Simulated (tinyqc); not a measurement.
What moves the results: pair of shallow donors (hydrogen-like orbitals). A value that a table varies takes the place of the one given here.

Each donor has the orbital exp(-r/a); energy unit Ha* = q/(eps a), q = e^2/(4 pi eps0), so that a lone donor is bound by Ha*/2; x = R/a. One electron: S = (1 + x + x^2/3) exp(-x), j = 1/x - (1 + 1/x) exp(-2x), k = (1 + x) exp(-x); levels E(+/-) = -1/2 - (j +/- k)/(1 +/- S) in Ha*, without the repulsion of the ions, split by D = |E(-) - E(+)|. In six valleys the overlaps S and k are multiplied by v = [cos(K Rx) + cos(K Ry) + cos(K Rz)]/3, K = k0 (2 pi/a_lat), for isotropic envelopes and the symmetric valley state.

Two electrons, Heitler-London: with S' = (1 - x + x^2/3) exp(x), C = 1/x - exp(-2x)(1/x + 11/8 + 3x/4 + x^2/6), X = (1/5){exp(-2x)(25/8 - 23x/4 - 3x^2 - x^3/3) + (6/x)[S^2 (0.5772157 + ln x) + S'^2 Ei(-4x) - 2 S S' Ei(-2x)]}, Q = C - 2j + 1/x and A = X - 2 S k + S^2/x, the singlet and triplet lie at (Q +/- w A)/(1 +/- w S^2) from two lone donors, with the valley weight w = v^2; the exchange is J = triplet - singlet.

Constants: e^2/(4 pi eps0) = 14.39964547 eV angstrom.

Parameters, chosen for this exercise (near those of two donors in Si; shifted at random, so the results belong to these values and not to a real crystal):
- a = 19 angstrom (orbital radius)
- eps = 11.6 (dielectric constant)
- a_lat = 5.431 angstrom (lattice constant)
- k0 = 0.855 2 pi/a_lat (valley position)
- sites = ((11, 0, 0), (12, 0, 0), (13, 0, 0), (14, 0, 0), (15, 0, 0), (16, 0, 0), (17, 0, 0), (18, 0, 0), (19, 0, 0)) a_lat (positions of the second donor)
- Ns = (0.029, 0.073, 0.18, 0.44, 1, 2.2, 4.4) x 1e18/cm^3 (donor densities)
- n = (8.25, 0.25, 0.25) a_lat (separation vector)

## Lattice sites along [100]

D and J for each site, and for v = 1.

Results:
```
site        R (angstrom)      v  D (meV)  J (micro-eV)  J for v = 1
(11, 0, 0)          59.7  0.391     4.02           649     4.29e+03
(12, 0, 0)          65.2  0.646     5.66      1.21e+03     2.93e+03
(13, 0, 0)          70.6  0.917     6.75      1.65e+03     1.97e+03
(14, 0, 0)          76.0  0.994     5.96      1.29e+03     1.31e+03
(15, 0, 0)          81.5  0.818     3.92           575          860
(16, 0, 0)          86.9  0.525     2.01           154          560
(17, 0, 0)          92.3  0.341     1.05          42.1          361
(18, 0, 0)          97.8  0.410     1.01          38.9          232
(19, 0, 0)         103.2  0.677     1.33          67.6          147
```

What can be read from the table?

Over these sites the envelope alone changes J by a factor 29.1, and the valley factor v^2 by 8.48; J runs from 38.9 at (18, 0, 0) to 1.65e+03 micro-eV at (13, 0, 0). Along [100] four valleys keep their phase, so v = (2 + cos)/3 stays between 1/3 and 1. J does not fall steadily with distance.

## From lone donors to an impurity band (impurity band of shallow donors (Hubbard estimate))

Donors on a simple cubic lattice of spacing R = N^(-1/3) (1/angstrom^3 = 1e24/cm^3), Ha* = q/(eps a), q = e^2/(4 pi eps0), x = R/a. Hopping t = Ha* (1 + x) exp(-x), band width B = 12 t, on-site repulsion U = (5/8) Ha*; the gap closes near B/U = 1.15. Valley factors and disorder are left out.

Results:
```
N (1e18/cm^3)  R (angstrom)  N^(1/3) a   t (meV)   B (meV)       B/U
0.029                 325.5      0.058  4.30e-05  0.000516  1.26e-05
0.073                 239.3      0.079   0.00301    0.0362  0.000886
0.18                  177.1      0.107    0.0603     0.724    0.0177
0.44                  131.5      0.145     0.511      6.13     0.150
1.0                   100.0      0.190      2.12      25.4     0.623
2.2                    76.9      0.247      5.76      69.2      1.69
4.4                    61.0      0.311      11.1       133      3.26
```

What does this show, and why?

B/U passes 1.15 between 1 and 2.2 x 1e18/cm^3; the root is x = 4.52, N^(1/3) a = 0.221, N = 1.6 x 1e18/cm^3, below the 2.6 that the empirical rule N^(1/3) a = 0.26 gives; the estimate is rough, since random positions, the overlap of the orbitals and screening are left out. While N grows by 152 times, t grows by 2.58e+05 times.

## What each parameter does

x, D = |E(-) - E(+)| and J. Each row changes one parameter from the base and keeps the others.

Results:
```
case                              x  D (meV)  J (micro-eV)
base                          2.360    7.361      2.30e+03
a = 20.9 angstrom             2.146    7.313      2.58e+03
eps = 12.8                    2.360    6.671      2.08e+03
k0 = 0.835 2 pi/a_lat         2.360    6.684      1.93e+03
n = (9.25, 0.25, 0.25) a_lat  2.646    5.894      1.44e+03
```

What can be read from the table?

The largest shifts from the base row, up to three for each result and ties (the steps differ in size, so this ranks the rows, not the parameters). x: n +0.286, a -0.215; unchanged at the printed digits by eps and k0. D (meV): n -1.47, eps -0.690, k0 -0.677. J (micro-eV): n -855, k0 -371, a +279.

Computed by tinyqc, a small Python program: `OMP_NUM_THREADS=1 python tinyqc.py 1280330 1280331 out.jsonl` (the numbers bound the seed that draws the inputs); one thread of a shared host (Intel(R) Xeon(R) Processor @ 2.30GHz), about 0.01 s for the whole set of steps.
